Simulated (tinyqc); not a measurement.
ROHF in the sto-6g basis, for BeH, spin multiplicity 2, step by step. One step of it, computed by the program tinyqc.

Problem. Iteration 2: diagonalisation and new density. Diagonalise F' = X^T F X, C = X C', fill 3 alpha and 2 beta electrons from the bottom; D(s) = C_occ C_occ^T. Each column has its largest component positive (the first on a tie).

effective F (hartree):
```
            1Be 1s     1Be 2s    1Be 2px    1Be 2py    1Be 2pz      2H 1s
1Be 1s   -4.412608  -1.197639   0.003241  -0.022365  -0.004777  -0.039860
1Be 2s   -1.197639  -0.467958  -0.009650   0.008213  -0.049763  -0.156499
1Be 2px   0.003241  -0.009650   0.205212  -0.004180  -0.055414  -0.055888
1Be 2py  -0.022365   0.008213  -0.004180   0.290300   0.000255   0.005076
1Be 2pz  -0.004777  -0.049763  -0.055414   0.000255   0.234371  -0.132110
2H 1s    -0.039860  -0.156499  -0.055888   0.005076  -0.132110  -0.171269
```

X:
```
                 1          2         3          4          5         6
1Be 1s   -0.600034   0.555790  0.000000   0.000000  -0.460383  0.435534
1Be 2s    0.764580  -0.352241  0.000000   0.000000  -0.304216  0.542909
1Be 2px   0.000000   0.000000  0.131907   0.991262   0.000000  0.000000
1Be 2py   0.000000   0.000000  0.991262  -0.131907   0.000000  0.000000
1Be 2pz   0.395084   0.681515  0.000000   0.000000   0.589117  0.280412
2H 1s    -0.603929  -0.552307  0.000000   0.000000   0.457667  0.438046
```

Give: F' = X^T F X; orbital energies; coefficients C; D(alpha) after iteration 2; D(beta) after iteration 2.

Solution.

F' = X^T F X (hartree):
```
         1        2        3        4        5        6
1  -0.6384   0.9396   0.0169   0.0003  -0.8797   1.0195
2   0.9396  -0.8123  -0.0180   0.0007   1.2256  -1.0338
3   0.0169  -0.0180   0.2877  -0.0152   0.0027  -0.0087
4   0.0003   0.0007  -0.0152   0.2078  -0.0576  -0.0431
5  -0.8797   1.2256   0.0027  -0.0576  -1.2590   1.3432
6   1.0195  -1.0338  -0.0087  -0.0431   1.3432  -1.6942
```

orbital energies (hartree): MO1 -4.4141, MO2 -0.2903, MO3 -0.0286, MO4 0.2075, MO5 0.2911, MO6 0.3260

coefficients C:
```
             MO1      MO2      MO3      MO4      MO5      MO6
1Be 1s    0.9951  -0.1721  -0.2231  -0.0215  -0.0135  -0.0163
1Be 2s    0.0185   0.6088   0.8433   0.0898   0.0320   0.0685
1Be 2px  -0.0006   0.1064  -0.1533   0.9429  -0.0466  -0.2719
1Be 2py   0.0047  -0.0204  -0.0293   0.0498   0.9981   0.0100
1Be 2pz   0.0013   0.1594  -0.1758   0.2312  -0.0231   0.9674
2H 1s    -0.0003   0.6718  -0.6235  -0.2875   0.0136  -0.3850
```

D(alpha) after iteration 2:
```
          1Be 1s   1Be 2s  1Be 2px  1Be 2py  1Be 2pz    2H 1s
1Be 1s    1.0697  -0.2746   0.0153   0.0147   0.0131   0.0232
1Be 2s   -0.2746   1.0822  -0.0645  -0.0371  -0.0513  -0.1169
1Be 2px   0.0153  -0.0645   0.0348   0.0023   0.0439   0.1671
1Be 2py   0.0147  -0.0371   0.0023   0.0013   0.0019   0.0046
1Be 2pz   0.0131  -0.0513   0.0439   0.0019   0.0563   0.2167
2H 1s     0.0232  -0.1169   0.1671   0.0046   0.2167   0.8400
```

D(beta) after iteration 2:
```
          1Be 1s   1Be 2s  1Be 2px  1Be 2py  1Be 2pz    2H 1s
1Be 1s    1.0199  -0.0864  -0.0190   0.0082  -0.0262  -0.1159
1Be 2s   -0.0864   0.3710   0.0648  -0.0123   0.0970   0.4090
1Be 2px  -0.0190   0.0648   0.0113  -0.0022   0.0170   0.0715
1Be 2py   0.0082  -0.0123  -0.0022   0.0004  -0.0032  -0.0137
1Be 2pz  -0.0262   0.0970   0.0170  -0.0032   0.0254   0.1071
2H 1s    -0.1159   0.4090   0.0715  -0.0137   0.1071   0.4513
```
